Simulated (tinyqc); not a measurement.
Charge neutrality level from zone-averaged pseudopotential bands: one step. The neutrality level. Five cases, with inputs chosen for the exercise.

Question. Energies are counted from the valence top at Gamma. E_N = (1/2) weighted mean of [E5 + (E3 + E4)/2]. Compare with half the smallest indirect gap, min(Delta/X, L)/2, and give the barrier for electrons in the limit of full pinning, min(gaps) - E_N.

Case 1.

Levels (eV):
```
kx              ky        kz  weight         E3         E4        E5        E6
0.125000  0.125000  0.125000       2  -0.237601  -0.237601  2.015029  3.822527
0.375000  0.125000  0.125000       6  -1.187628  -1.144195  2.439851  3.572543
0.375000  0.375000  0.125000       6  -2.139710  -0.705691  2.425438  4.271217
0.375000  0.375000  0.375000       2  -0.998243  -0.998243  1.064628  4.249734
0.625000  0.125000  0.125000       6  -2.425882  -1.988737  1.692344  3.178498
0.625000  0.375000  0.125000      12  -3.071387  -1.730427  3.035719  3.862295
0.625000  0.375000  0.375000       6  -2.218788  -1.420084  2.006784  3.923077
0.625000  0.625000  0.125000       6  -3.649204  -1.708281  2.105545  5.426741
0.875000  0.125000  0.125000       6  -3.089427  -2.441016  1.254442  2.287843
0.875000  0.375000  0.125000      12  -3.645775  -2.642308  2.682692  4.594391
```

gaps to Gamma, Delta/X, L (eV): [1.270987, 0.935146, 0.909508]

Case 2.

Levels (eV):
```
kx              ky        kz  weight         E3         E4        E5        E6
0.125000  0.125000  0.125000       2  -0.174275  -0.174275  3.299977  5.471136
0.375000  0.125000  0.125000       6  -0.957682  -0.915336  3.844949  5.084693
0.375000  0.375000  0.125000       6  -1.817599  -0.546813  3.869131  5.605702
0.375000  0.375000  0.375000       2  -0.816943  -0.816943  2.633233  5.507510
0.625000  0.125000  0.125000       6  -2.138332  -1.765257  3.016112  4.286930
0.625000  0.375000  0.125000      12  -2.773534  -1.483290  4.343982  5.047026
0.625000  0.375000  0.375000       6  -1.853711  -1.208735  3.385304  5.097771
0.625000  0.625000  0.125000       6  -3.434471  -1.483969  3.359263  6.597401
0.875000  0.125000  0.125000       6  -2.866190  -2.213366  2.380605  3.441042
0.875000  0.375000  0.125000      12  -3.518729  -2.385044  3.803469  5.693676
```

gaps to Gamma, Delta/X, L (eV): [2.503381, 2.013874, 2.479953]

Case 3.

Levels (eV):
```
kx              ky        kz  weight         E3         E4        E5        E6
0.166667  0.166667  0.166667       2  -0.251005  -0.251005  2.556902  4.928209
0.500000  0.166667  0.166667       6  -1.339698  -1.134250  3.170058  4.611389
0.500000  0.500000  0.166667       6  -2.137119  -0.852912  3.233588  4.987590
0.500000  0.500000  0.500000       1  -0.811847  -0.811847  1.892536  4.964077
0.833333  0.166667  0.166667       6  -2.492691  -1.764091  2.492370  3.868398
0.833333  0.500000  0.166667       6  -2.825722  -1.820848  4.298884  4.569436
```

gaps to Gamma, Delta/X, L (eV): [1.529678, 2.058375, 1.892536]

Case 4.

Levels (eV):
```
kx              ky        kz  weight         E3         E4        E5        E6
0.166667  0.166667  0.166667       2  -0.367275  -0.367275  1.974205  4.138161
0.500000  0.166667  0.166667       6  -1.829205  -1.510395  2.370916  4.151308
0.500000  0.500000  0.166667       6  -2.782022  -1.148404  2.534372  4.432142
0.500000  0.500000  0.500000       1  -1.086052  -1.086052  1.015295  4.279824
0.833333  0.166667  0.166667       6  -3.167620  -2.261698  1.592754  3.171058
0.833333  0.500000  0.166667       6  -3.542769  -2.380015  3.756203  3.938764
```

gaps to Gamma, Delta/X, L (eV): [1.274557, 1.118505, 1.015295]

Case 5.

Levels (eV):
```
kx              ky        kz  weight         E3         E4        E5        E6
0.166667  0.166667  0.166667       2  -0.290911  -0.290911  2.482140  4.950855
0.500000  0.166667  0.166667       6  -1.553616  -1.299184  3.033948  4.662955
0.500000  0.500000  0.166667       6  -2.456227  -0.969053  3.140070  4.980704
0.500000  0.500000  0.500000       1  -0.917116  -0.917116  1.681062  4.937837
0.833333  0.166667  0.166667       6  -2.855798  -2.002536  2.225464  3.747927
0.833333  0.500000  0.166667       6  -3.235020  -2.093611  4.272681  4.510959
```

gaps to Gamma, Delta/X, L (eV): [1.456175, 1.754307, 1.681062]

Give: mean of E5; mean of (E3 + E4)/2; E_N; half the indirect gap; pinned barrier for electrons.

Answer.

Case 1.

mean of E5 = 2.2864 eV
mean of (E3 + E4)/2 = -2.2089 eV
E_N = 0.0387 eV
half the indirect gap = 0.4548 eV
pinned barrier for electrons = 0.8708 eV

E_N lies at 4 % of the gap from the valence top, so pinned contacts have the lower barrier for holes. The two estimates differ by 0.42 eV; both rules are good to a few tenths of an eV only, so a position within that distance of a band edge or of mid-gap is not settled. Local form factors place the indirect gaps only to a few tenths of an eV, and E_N moves with them. Spin-orbit coupling, left out, would lift the valence top by a third of its splitting.

Case 2.

mean of E5 = 3.5745 eV
mean of (E3 + E4)/2 = -1.9773 eV
E_N = 0.7986 eV
half the indirect gap = 1.0069 eV
pinned barrier for electrons = 1.2153 eV

E_N lies at 40 % of the gap from the valence top, so pinned contacts have the lower barrier for holes. The two estimates differ by 0.21 eV; both rules are good to a few tenths of an eV only, so a position within that distance of a band edge or of mid-gap is not settled. Local form factors place the indirect gaps only to a few tenths of an eV, and E_N moves with them. Spin-orbit coupling, left out, would lift the valence top by a third of its splitting.

Case 3.

mean of E5 = 3.1917 eV
mean of (E3 + E4)/2 = -1.6450 eV
E_N = 0.7733 eV
half the indirect gap = 0.9463 eV
pinned barrier for electrons = 0.7563 eV

E_N lies at 51 % of the gap from the valence top. The two estimates differ by 0.17 eV; both rules are good to a few tenths of an eV only, so a position within that distance of a band edge or of mid-gap is not settled. Local form factors place the indirect gaps only to a few tenths of an eV, and E_N moves with them. Spin-orbit coupling, left out, would lift the valence top by a third of its splitting.

Case 4.

mean of E5 = 2.4626 eV
mean of (E3 + E4)/2 = -2.1366 eV
E_N = 0.1630 eV
half the indirect gap = 0.5076 eV
pinned barrier for electrons = 0.8523 eV

E_N lies at 16 % of the gap from the valence top, so pinned contacts have the lower barrier for holes. The two estimates differ by 0.34 eV; both rules are good to a few tenths of an eV only, so a position within that distance of a band edge or of mid-gap is not settled. Local form factors place the indirect gaps only to a few tenths of an eV, and E_N moves with them. Spin-orbit coupling, left out, would lift the valence top by a third of its splitting.

Case 5.

mean of E5 = 3.0622 eV
mean of (E3 + E4)/2 = -1.8850 eV
E_N = 0.5886 eV
half the indirect gap = 0.8405 eV
pinned barrier for electrons = 0.8676 eV

E_N lies at 40 % of the gap from the valence top, so pinned contacts have the lower barrier for holes. The two estimates differ by 0.25 eV; both rules are good to a few tenths of an eV only, so a position within that distance of a band edge or of mid-gap is not settled. Local form factors place the indirect gaps only to a few tenths of an eV, and E_N moves with them. Spin-orbit coupling, left out, would lift the valence top by a third of its splitting.

Computed by tinyqc, one run a case: `OMP_NUM_THREADS=1 python tinyqc.py N N+1 out.jsonl` with N = 1881130, 1881133, 1881180, 1881188, 1881209; one thread of a shared Intel(R) Xeon(R) Processor @ 2.30GHz, about 0.09 s a run at most.
